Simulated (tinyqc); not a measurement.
Read current of a NAND string, cells in series solved by shooting: one step of the calculation.

Cells in series, numbered from 0 at the source line (0 V) to the bit line, each followed by a gap resistance Rg. A cell with gate Vg, threshold VT, source Vs and drain Vd passes I = 2 nf K Vt^2 [F(Vs) - F(Vd)]/(1 + th max(Vg - VT, 0)), F(V) = ln^2(1 + exp((Vg - VT - nf V)/(2 nf Vt))). The selected cell has Vg = Vr, the others Vg = Vp.

Problem. Node voltages for a trial current. For a trial current I start at 0 V and, cell by cell (the selected one is cell 0), solve for the drain: sqrt(F(Vd)) = sqrt(F(Vs) - I/k), k = 2 nf K Vt^2/(1 + th max(Vg - VT, 0)), Vd = [Vg - VT - 2 nf Vt ln(exp(sqrt F) - 1)]/nf, then add I Rg.

Parameters, values chosen for the exercise; values of the order met in vertical NAND strings: temperature T = 300 K; gain factor of a cell K = 6.5 uA/V^2; slope factor nf = 2.4; mobility reduction factor th = 0.08 1/V; resistance of the gap between cells Rg = 20 kohm; bit-line voltage Vbl = 0.4 V; pass voltage Vp = 6.2 V; read voltage on the selected word line Vr = 3.48 V.

Constants: q = 1.602176634e-19 C, kB = 1.380649e-23 J/K, Vt = kB T/q. Results are converted to the units shown.

first trial current = 0.46 uA
thresholds from the source end, cell 0 to 3 (V): [2.7, -0.5, 4.3, -0.5]

Find: node voltage after each cell and gap, trial 1.

Solution.

node voltage after each cell and gap, trial 1, cell 0 to 3 (V): [0.12770, 0.15396, 0.21886, 0.24572]

Program tinyqc, `OMP_NUM_THREADS=1 python tinyqc.py 2142263 2142264 out.jsonl`; Intel Xeon 2.30GHz, shared host, one thread, about 0.4 s.
